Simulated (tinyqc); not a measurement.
Strain-driven roughening and islands of a mismatched epitaxial film: one step, computed by the program tinyqc. Command: `OMP_NUM_THREADS=1 python tinyqc.py 3020169 3020170 out.jsonl island walk`. One thread of a shared host (Intel(R) Xeon(R) Processor @ 2.30GHz), about 0.01 s of CPU time with the checks.

Film and substrate share isotropic elastic constants; the film is coherent and biaxially strained.

Question. Wetting layer. The surface energy depends on thickness as gamma + (gamma_s - gamma) exp(-h/delta). Its curvature adds W2 = (gamma_s - gamma) exp(-h/delta)/delta^2 to the restoring terms; the flat film is stable while W2 > (1 + nu)^2 w^2/gamma, which gives h_c = delta ln[(gamma_s - gamma) gamma/(delta^2 (1 + nu)^2 w^2)], or 0 if negative.

Inputs (values chosen for the exercise, modelled on GaN on AlN):

| quantity | value | unit |
|---|---|---|
| Poisson ratio nu | 0.21 | - |
| surface energy gamma | 1.88 | J/m^2 |
| wetting energy gamma_s - gamma | 0.4 | J/m^2 |
| decay length of wetting delta | 0.19 | nm |

energy density w = 191.2485 MJ/m^3

Give: wetting-layer thickness h_c.

Answer.

wetting-layer thickness h_c = 1.1331 nm

Layer-by-layer growth up to h_c, then roughening: the Stranski-Krastanov mode.
